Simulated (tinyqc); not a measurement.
Sputter depth profiling of a dopant layer: erosion rate, quantification and the mixing-roughness response: one step, computed by the program tinyqc. Command: `OMP_NUM_THREADS=1 python tinyqc.py 3016811 3016812 out.jsonl sims walk`. One thread of a shared host (Intel(R) Xeon(R) Processor @ 2.30GHz), about 0.05 s of CPU time with the checks.

A rastered ion beam erodes silicon (49.94 atoms per nm^3). The measured profile is the true one convolved with a depth response.

Problem. Moments. Convolution adds means and variances: the response has mean 0 (shift -w plus exponential mean w) and variance w^2 + sigma^2; a box adds the mean b/2 and the variance b^2/12.

Inputs (values chosen for the exercise, modelled on a dopant in silicon under an oxygen or caesium beam): roughness sigma = 1.5 nm; depth of the top edge z0 = 34 nm; box width b = 1.5 nm.

True profile: box.

mixing length w = 1.301538 nm

depth of the maximum = 34.41769 nm

Give: centroid; standard deviation; maximum minus centroid.

Solution.

centroid = 34.75 nm

standard deviation = 2.0326 nm

maximum minus centroid = -0.33231 nm

The centroid stays at the true position while the maximum lies nearer the surface, so depth is read from the centroid.
